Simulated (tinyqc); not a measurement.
Inside a calculation. Method: Jacobi rotations on a symmetric matrix. One step of it, computed by the program tinyqc.

Question. Jacobi rotation 1. Take the largest off-diagonal element A_pq; tan 2 theta = 2 A_pq / (A_qq - A_pp) with |theta| <= pi/4; A' = J^T A J with J_pp = J_qq = cos, J_pq = sin, J_qp = -sin.

A:
```
          1         2         3
1  1.121000  0.714000  0.534000
2  0.714000  1.293000  0.295000
3  0.534000  0.295000  1.659000
```

Give: p, q, theta; A'.

Answer.

p, q, theta (rad): 1.0000  2.0000  0.7255

A':
```
        1       2       3
1  0.4878  0.0000  0.2038
2  0.0000  1.9262  0.5750
3  0.2038  0.5750  1.6590
```
